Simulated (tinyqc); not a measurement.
Optical gain and spontaneous emission in a bulk direct-gap semiconductor, step by step. Values are carried at full precision from step to step, so a last printed digit may differ when a step is redone from the rounded ones.

F_j(eta) = (1/Gamma(j + 1)) integral_0^infinity x^j dx/(1 + exp(x - eta)), which tends to exp(eta) for eta << 0.

Quasi-Fermi levels: n = Nc F_1/2(Fc/kT) and p = Nv F_1/2(Fv/kT), Fc counted up from the conduction edge and Fv down from the valence edge; Nc, Nv from N = 2 (m kB T/(4 pi c))^(3/2) with c = hbar^2/2m0, in 1/angstrom^3; times 1e24 for 1/cm^3, with me and (mhh^(3/2) + mlh^(3/2))^(2/3).

Constants: hbar^2/2m0 = 3.80998211 eV angstrom^2; kB = 8.617333262e-05 eV/K; fine-structure constant alpha = 0.007297352564; hbar = 6.58211957e-16 eV s; hbar c = 1973.269805 eV angstrom.

Inputs chosen for the exercise (near those of InGaAs; not measured data): me = 0.0422 m0 (electron mass); mhh = 0.441 m0 (heavy-hole mass); mlh = 0.0509 m0 (light-hole mass); n = 1.9e+18 1/cm^3 (injected density, n = p); T = 400 K; Eg = 0.732 eV (direct gap); Ep = 23.8 eV (Kane energy); nr = 3.51 (refractive index); E = 0.797 eV (photon energy).

## Quasi-Fermi levels

Solve for Fc and Fv.

kT = 0.034469 eV
Nc = 3.349e+17 1/cm^3
Nv = 1.176e+19 1/cm^3
Fc = 0.1243 eV
Fv = -0.0609 eV
Fc + Fv = 0.0634 eV

The separation of the quasi-Fermi levels exceeds the gap, so photons between Eg and Eg + (Fc + Fv) see gain. The quasi-Fermi level of the electrons lies inside the band, that of the holes in the gap.

## Absorption of the empty crystal

Parabolic bands, vertical transitions, no excitons. For each hole band j: mr = me mj/(me + mj); joint density of states J_j(E) = (mr/c)^(3/2) sqrt(E - Eg)/(2 pi^2), both spins, c = hbar^2/2m0; averaged matrix element |e.p|^2 = m0 Ep/6; alpha_j(E) = 4 pi^2 alpha_f c Ep J_j/(3 nr E) in 1/angstrom (alpha_f the fine-structure constant, listed as alpha among the constants), times 1e8 for 1/cm.

Evaluate at E for heavy and light holes.

mr, J and alpha of each hole band:
```
hole,mr (m0),J (1/(eV angstrom^3)),alpha (1/cm)
heavy,0.03851,1.313e-05,4086.2
light,0.02307,6.086e-06,1894.5
```

The heavy-hole band gives 68 % of the total, 5981 1/cm.

## Occupations and gain at E

For band j the electron sits at Ee = (E - Eg) mr/me above its edge and the hole at Eh = (E - Eg) mr/mj; fe = 1/(1 + exp((Ee - Fc)/kT)), fh = 1/(1 + exp((Eh - Fv)/kT)); gain g = sum_j alpha_j (fe + fh - 1).

Use mr and alpha from the table.

Energies, occupations and gain of each hole band:
```
hole,Ee (eV),Eh (eV),fe,fh,g (1/cm)
heavy,0.0593,0.0057,0.868,0.127,-21
light,0.0355,0.0295,0.929,0.068,-6
```

total gain = -27 1/cm

E - Eg = 0.0650 eV is above Fc + Fv = 0.0634 eV, so both bands give loss (Bernard-Duraffourg).

## Spontaneous emission

Spontaneous rate: R = integral of (nr E/(hbar c))^2/(pi^2 hbar) sum_j alpha_j fe fh dE, with alpha in 1/cm and (nr E/(hbar c))^2 in 1/cm^2 (1e16 per 1/angstrom^2); B = R/(n p); lifetime n/R.

Integrate over photon energy.

R = 2.78e+26 1/(cm^3 s)
B = 7.71e-11 cm^3/s
radiative lifetime = 6.83 ns

## Checks

- B at n = 1e13 1/cm^3 against the van Roosbroeck-Shockley value from alpha and ni^2 (cm^3/s): both 1.03e-10.

tinyqc: `OMP_NUM_THREADS=1 python tinyqc.py 1682084 1682085 out.jsonl`; about 0.09 s, one thread, shared Intel(R) Xeon(R) Processor @ 2.30GHz.
